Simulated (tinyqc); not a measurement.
## Radius, Mott density and mass from the binding energy

Problem. A donor has the isolated binding energy E0 = cc Ry, Ry = (m0 q^3/(8 eps0^2 h^2)) me/eps_r^2 in eV, radius a = q/(8 pi eps0 eps_r E0) and Mott density (0.26/a)^3. Find a, the Mott density and me.

Values chosen for this exercise: relative permittivity eps_r = 11.2; ratio of the true binding energy to the hydrogenic one cc = 1.

Constants: q = 1.602176634e-19 C, eps0 = 8.8541878128e-12 F/m, h = 6.62607015e-34 J s, m0 = 9.1093837015e-31 kg. Results are converted to the units shown.

E0 = 32.972981 meV

Solution. Each follows directly from E0.

a = 1.950 nm
Mott density = 2.372e18 cm^-3
me = 0.3040 m0

Numbers from tinyqc (`OMP_NUM_THREADS=1 python tinyqc.py 2330096 2330097 out.jsonl`; about 0.01 s on one thread of a shared Intel Xeon 2.30GHz).
